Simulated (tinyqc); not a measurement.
From results back to parameters: polytypes by hexagonality, and a cubic inclusion as a quantum well. Two cases, with inputs chosen for the exercise.

Problem. A square well of depth V with masses m_w inside and m_b outside (first and second entry of m) binds its lowest level at the given depth below the barrier: k tan(k L/2) = (m_w/m_b) q, k = sqrt(m_w E/c), q = sqrt(m_b (V - E)/c), c = hbar^2/2m0. How many double layers wide is it?

Constants: hbar^2/2m0 = 3.80998211 eV angstrom^2.

Case 1.

Values chosen (out of a larger set: of the order of those of InAs; not measured data): m = (0.026, 0.026) m0 (electron mass along c in the cubic layer and in the host); d = 3.507 angstrom (thickness of a double layer).

V = 0.08400 eV
depth V - E = 0.00492 eV

Case 2.

Values chosen (out of a larger set: of the order of those of SiC; not measured data): m = (0.325, 0.352) m0 (electron mass along c in the cubic layer and in the host); d = 2.514 angstrom (thickness of a double layer).

V = 0.62133 eV
depth V - E = 0.48798 eV

Find: k; q; L; N.

Solution. L = (2/k) arctan((m_w/m_b) q/k), and N = L/d.

Case 1.

k = 0.0232 1/angstrom
q = 0.0058 1/angstrom
L = 21.04 angstrom
N = 6.0

Case 2.

k = 0.1067 1/angstrom
q = 0.2123 1/angstrom
L = 20.11 angstrom
N = 8.0

Computed by tinyqc, one run a case: `OMP_NUM_THREADS=1 python tinyqc.py N N+1 out.jsonl` with N = 1850836, 1850873; one thread of a shared Intel(R) Xeon(R) Processor @ 2.30GHz, about 0.04 s a run at most.
